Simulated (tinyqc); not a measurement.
Occupation against the Fermi level: defect-molecule model of a vacancy with Jahn-Teller distortion.

Four dangling hybrids a, b, c, d point into the vacancy: H_ii = E0, and -gm between any two. A tetragonal distortion Q pairs a with b and c with d: those two couplings become -gm - I Q and the other four -gm + I Q/2, at an elastic cost k Q^2/2. The a1 level holds two electrons; charge states 2+, + and 0 put n = 0, 1, 2 more into the lowest level of t2 origin. Energy from the 2+ state at Q = 0, with the Fermi level mu counted from Ev: W_n(Q) = n (et - 2 I Q) + k Q^2/2 + Uc n (n - 1)/2 - n mu. et = E0 + gm is the undistorted t2 level.

Constants: kB = 8.617333262e-05 eV/K.

Values chosen for the exercise (of the size used for the vacancy in silicon; not measured data): E0 = -0.16 eV (level of a dangling hybrid, from Ev); gm = 0.39 eV (coupling between two dangling hybrids); I = 1.13 eV/angstrom (Jahn-Teller coupling); k = 18.8 eV/angstrom^2 (force constant of the mode); Uc = 0.22 eV (repulsion of two electrons in one orbital); T = 300 K (temperature); mu1 = -0.05 eV (first Fermi level).

Weights g_n exp(-W_n/kT) with W_n = n et - n^2 E_JT + Uc n (n - 1)/2 - n mu, E_JT = 2 I^2/k, degeneracies 1, 6 (spin and three axes) and 3; mu = mu1 + 0.03 j eV.

Shares:
```
mu (eV)      2+       +       0  mean charge
-0.05    0.9775  0.0222  0.0003       1.9772
-0.02    0.9296  0.0674  0.0030       1.9266
0.01     0.7909  0.1830  0.0261       1.7649
0.04     0.4822  0.3561  0.1618       1.3204
0.07     0.1476  0.3479  0.5044       0.6432
0.10     0.0231  0.1736  0.8033       0.2198
0.13     0.0026  0.0633  0.9341       0.0685
0.16     0.0003  0.0208  0.9790       0.0213
0.19     0.0000  0.0066  0.9934       0.0067
```

U_eff = Uc - 2 E_JT = -0.052 eV and kT = 25.9 meV. The + state reaches at most 35.6 % on these rows, at mu = 0.04 eV. The mean charge goes from 1.98 to 0.01. Rows with mu < 0 lie in the valence band and are formal.

Program tinyqc; command `OMP_NUM_THREADS=1 python tinyqc.py 1482322 1482323 out.jsonl`; about 0.01 s on one thread of a shared Intel(R) Xeon(R) Processor @ 2.30GHz.
